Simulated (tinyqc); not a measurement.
Square-lattice Ising model by mean field, Bethe lattice, transfer matrix, exact enumeration and Monte Carlo steps: one step, computed by the program tinyqc.

H = -J sum over nearest pairs s_i s_j, s = +-1, no field, periodic boundaries; energies per site are in J. As a lattice gas or an alloy, s marks which species holds the site.

Question. Exact averages on the small cell. Weights count x exp(-K E); N = 18; u = <E>/N, c = K^2 (<E^2> - <E>^2)/N in k_B, Binder U = 1 - <M^4>/(3 <M^2>^2).

Inputs (values chosen for the exercise, for a model lattice): temperature T = 2560 K.

Enumerated cell: 3 x 6.

States of the 3 x 6 cell:
```
E (J)  |M|  count
-36     18      2
-28     16     36
-24      0      6
-24      6     12
-24     12     12
-24     14     72
-20      2     72
-20      4     72
-20      8     72
-20     10    108
-20     12    180
-20     14    234
-16      0    180
-16      2    216
-16      4    252
-16      6    396
-16      8    324
-16     10    504
-16     12    756
-12      0    624
-12      2   1296
-12      4   1116
-12      6   1392
-12      8   1944
-12     10   2124
-12     12    684
-8       0   2178
-8       2   4716
-8       4   5760
-8       6   5580
-8       8   5040
-8      10   2448
-4       0   7704
-4       2  15030
-4       4  13248
-4       6  11520
-4       8   6192
-4      10    936
0        0  13436
0        2  25020
0        4  20376
0        6  11004
0        8   2988
4        0  13068
4        2  23148
4        4  14328
4        6   5724
4        8    576
8        0   7650
8        2  12492
8        4   6804
8        6   1368
12       0   3120
12       2   4734
12       4   1476
12       6    132
16       0    576
16       2    684
16       4    216
20       0     72
20       2    108
24       0      6
```

K = 0.2842200

Give: ln Z / N; u, cell; heat capacity c, cell; <|m|>, cell; Binder cumulant U.

Answer.

ln Z / N = 0.79041

u, cell = -0.78582

heat capacity c, cell = 0.33931

<|m|>, cell = 0.43980

Binder cumulant U = 0.32407
